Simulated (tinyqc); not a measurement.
Comparisons within one model: periodic multilayer mirror for extreme ultraviolet light. A value that a table varies takes the place of the one given here.

s polarisation, vacuum above. q_j = sqrt(N_j^2 - sin^2 theta); interface r_jk = (q_j - q_k)/(q_j + q_k) exp(-2 (2 pi/lam)^2 q_j q_k sg^2) (Nevot-Croce; sg = 0 if not given); phase factor of a layer x_j = exp(4 pi i q_j d_j/lam). Each period has the spacer (thickness (1 - Gm) L) on top of the absorber (Gm L). In this recursion R is the amplitude; R in tables and results is the reflectance, its squared modulus. The substrate is of the spacer material. Starting with R = 0 in it, each interface upward gives R -> (r + R x)/(1 + r R x), x that of the layer below the interface (1 for the substrate).

Inputs chosen for the exercise (optical constants near those of Mo and Si at 13.5 nm; not measured data): lam = 13.5 nm (wavelength); dA = (0.076, 0.00658) (delta and beta of the absorber, N = 1 - delta + i beta); dS = (0.0011, 0.00189) (delta and beta of the spacer and the substrate); L = 6.98 nm (period); Gm = 0.34 (absorber share of the period); theta = 6 degrees (angle from the normal); sg = 0.3 nm (interface roughness); Np = 60 (periods).

## Number of periods

The last column sets both beta to zero.

Reflectance:

| periods | R | R without absorption |
|---|---|---|
| 5 | 0.087 | 0.097 |
| 10 | 0.266 | 0.324 |
| 15 | 0.432 | 0.560 |
| 20 | 0.547 | 0.739 |
| 30 | 0.656 | 0.920 |
| 40 | 0.688 | 0.977 |
| 50 | 0.696 | 0.994 |
| 60 | 0.698 | 0.998 |
| 80 | 0.699 | 1.000 |
| 100 | 0.699 | 1.000 |

What can be read from the table?

R reaches 0.688 at 40 periods and 0.699 at 100; it stays within 0.01 of the last value from 50 periods on. Without absorption the last value is 1.000: absorption, not the count of layers, caps the mirror, and the roughness, which weakens each reflection, lowers that cap further.

## Wavelength

The optical constants are held fixed.

Reflectance:

| lam (nm) | R |
|---|---|
| 12.9 | 0.070 |
| 13.0 | 0.061 |
| 13.1 | 0.162 |
| 13.2 | 0.262 |
| 13.3 | 0.528 |
| 13.4 | 0.646 |
| 13.5 | 0.698 |
| 13.6 | 0.719 |
| 13.7 | 0.700 |
| 13.8 | 0.530 |
| 13.9 | 0.144 |
| 14.0 | 0.129 |
| 14.1 | 0.055 |
| 14.2 | 0.069 |
| 14.3 | 0.019 |

How do the results move?

The largest value listed is 0.719 at 13.6 nm, against lam_B = 2 L Re(mean q) = 13.510 nm; the peak lies on the long side, where the nodes of the standing wave fall in the absorber. R exceeds half of that from 13.3 to 13.8 nm of the wavelengths listed, at least 3.7 % of the wavelength; a chain of ten mirrors narrows it, since R^10 falls to half where R has lost only 7 %.

## Absorber share

For each Gm the period is set so that lam_B = 2 L Re(mean q) equals lam - 0.09 nm.

Results:

| Gm | L (nm) | R |
|---|---|---|
| 0.15 | 6.827 | 0.545 |
| 0.20 | 6.853 | 0.642 |
| 0.25 | 6.880 | 0.688 |
| 0.30 | 6.907 | 0.710 |
| 0.35 | 6.933 | 0.720 |
| 0.40 | 6.961 | 0.721 |
| 0.45 | 6.988 | 0.717 |
| 0.50 | 7.015 | 0.706 |
| 0.60 | 7.071 | 0.667 |
| 0.70 | 7.128 | 0.593 |

What does this show?

The largest value listed is 0.721 at 0.4. The contrast of a period goes as sin(pi Gm) and is largest at 0.5, while the loss grows with Gm; R is 0.706 at 0.5, 0.710 at 0.3 and 0.593 at 0.7. Absorption pulls the best share below 0.5.

## Angle of incidence

Results:

| theta (degrees) | lam_B (nm) | R |
|---|---|---|
| 0 | 13.589 | 0.660 |
| 2 | 13.580 | 0.666 |
| 4 | 13.554 | 0.680 |
| 6 | 13.510 | 0.698 |
| 8 | 13.449 | 0.714 |
| 10 | 13.371 | 0.718 |
| 12 | 13.275 | 0.677 |
| 14 | 13.162 | 0.304 |
| 16 | 13.032 | 0.175 |
| 18 | 12.885 | 0.092 |
| 20 | 12.721 | 0.032 |

What does this show, and why?

lam_B = 2 L Re(mean q) falls with the angle, from 13.589 to 12.721 nm; the largest value listed is 0.718 at 10 degrees. R stays above 90 % of that value at 0, 2, 4, 6, 8, 10 and 12 degrees, which bounds the cone of light that a mask or mirror with this period accepts.

## Tolerances

R of the mirror, and R^10 for a chain of ten such mirrors. Each row changes one parameter from the base and keeps the others.

Results:

| case | R | R^10 |
|---|---|---|
| base | 0.6984 | 0.0276 |
| L = 7.02 nm | 0.6617 | 0.0161 |
| Gm = 0.38 | 0.7127 | 0.0338 |
| theta = 8 degrees | 0.7141 | 0.0345 |
| sg = 0.5 nm | 0.6819 | 0.0217 |
| dA = (0.076, 0.0079) | 0.6684 | 0.0178 |
| lam = 13.55 nm | 0.7121 | 0.0335 |

What can be read from the table?

The largest shifts from the base row, up to three for each result and ties (the steps differ in size, so this ranks the rows, not the parameters). R: L -0.0367, dA -0.0300, sg -0.0165. R^10: L -0.0115, dA -0.00979, theta +0.00690.

(tinyqc, `OMP_NUM_THREADS=1 python tinyqc.py 1650536 1650537 out.jsonl`, Intel(R) Xeon(R) Processor @ 2.30GHz, 1 thread, shared host, about 0.01 s.)
